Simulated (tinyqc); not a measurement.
Sputter depth profiling of a dopant layer: erosion rate, quantification and the mixing-roughness response. Changing the box width b. Computed by tinyqc, a small Python program. Command: `OMP_NUM_THREADS=1 python tinyqc.py 3019556 3019557 out.jsonl sims sweep`. One thread of a shared host (Intel(R) Xeon(R) Processor @ 2.30GHz), about 0.2 s of CPU time with the checks.

A rastered ion beam erodes silicon (49.94 atoms per nm^3). The measured profile is the true one convolved with a depth response.

Inputs (values chosen for the exercise, modelled on a dopant in silicon under an oxygen or caesium beam): beam energy E = 0.84 keV; beam current = 440 nA; raster side = 300 um; sputter yield at 1 keV = 1; mixing length at 1 keV = 2.1 nm; roughness sigma = 0.36 nm; depth of the top edge z0 = 26 nm; box concentration C = 2.8e+20 1/cm^3; relative sensitivity factor RSF = 2.1e+20 1/cm^3; matrix count rate = 1.3e+06 1/s; background count rate = 6.9 1/s; counting time per point = 0.5 s; level that defines the junction C_B = 3e+17 1/cm^3.

True profile: box.

Constants: e = 1.602176634e-19 C.

Method:
- Scaling chosen for the exercise: yield Y = Y1 E^0.5, mixing length w = w1 E^0.5 (E in keV).
- Erosion rate = Y I/(e x raster^2 x density); depth step = rate x counting time; concentration = RSF x counts/matrix counts; detection limit = RSF x 3 sqrt(background x time)/(matrix rate x time).
- Mixing alone turns a layer at z0 into (1/w) exp(-(z - z0 + w)/w) for z > z0 - w; roughness adds a Gaussian of width sigma. With x = z - z0 + w: g(x) = (1/(2w)) exp(sigma^2/(2 w^2) - x/w) erfc((sigma/w - x/sigma)/sqrt2), and its integral G(x) = (1/2) erfc(-x/(sigma sqrt2)) - w g(x). Measured: C [G(x) - G(x - b)].
- Find the maximum, the full width at half maximum and the deep point where the profile falls to C_B; far down, the trailing edge decays by w ln(10) per decade.

One run for each value:
```
box width b (nm)  peak concentration (1/cm^3)  full width at half maximum (nm)  apparent junction depth (nm)
0.30                                3.013e+19                             2.18                         33.85
0.52                                5.144e+19                             2.23                         35.02
0.91                                8.630e+19                             2.35                         36.30
2.70                                1.936e+20                             3.39                         39.43
4.80                                2.478e+20                             5.08                         41.91
8.30                                2.740e+20                             8.36                         45.55
14.00                               2.796e+20                            14.00                         51.27
```

Give the missing row, box width b (nm) = 1.60.

Computed row:
```
box width b (nm)  peak concentration (1/cm^3)  full width at half maximum (nm)  apparent junction depth (nm)
1.60                                1.373e+20                             2.68                         37.77
```

Interpolating between the two neighbouring rows (the first column on a logarithmic scale, the others too where they are positive) misses most in full width at half maximum (nm), by 6.0 %. Over the rows, peak concentration (1/cm^3) rises from 3.01e19 to 2.80e20 (exponent d ln y / d ln x 0.97 between the first rows and 0.039 between the last); full width at half maximum (nm) rises from 2.18 to 14.0 (exponent d ln y / d ln x 0.035 between the first rows and 0.99 between the last); apparent junction depth (nm) rises from 33.8 to 51.3 (exponent d ln y / d ln x 0.062 between the first rows and 0.23 between the last). At the low end the exponent of peak concentration is 0.97, close to 1: a box thinner than the response looks like a delta layer. At the high end the exponent of full width at half maximum is 0.99, close to 1: the box is resolved. At the low end the exponent of full width at half maximum is 0.04, close to 0: the response sets the width. Convolution conserves area, so the dose C b would be measured correctly in every row, even where the peak is not. Left out: 25.0 (the peak is near the junction level, or the box is flat-topped).

Extremes, crossings and ranges named in words are read from the listed rows.
